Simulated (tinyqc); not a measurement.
Hubbard chain of 2 sites, step by step. One step of it, computed by the program tinyqc.

Problem. Mean-field iteration 1. H(up) = T + U n(down), H(down) = T + U n(up); fill the lowest levels; n(new) = n + mixing (n(out) - n); E = tr T (rho up + rho down) + U sum n_up n_down of the output.

one-body matrix (hopping and site energies) (eV):
```
,1,2
1,-0.320000,-1.380000
2,-1.380000,-0.450000
```

U = 7.800000 eV

electrons, up and down: 1  1

mixing = 1

n(up) at the start (a guess, not normalised): 1 0.500000, 2 0.500000

n(down) at the start (a guess): 1 0.500000, 2 0.500000

Give: levels, up; levels, down; energy; n(up) after iteration 1; n(down) after iteration 1.

Solution.

levels, up (eV): 2.133  4.897

levels, down (eV): 2.133  4.897

energy = 0.376 eV

n(up) after iteration 1: 1 0.476, 2 0.524

n(down) after iteration 1: 1 0.476, 2 0.524
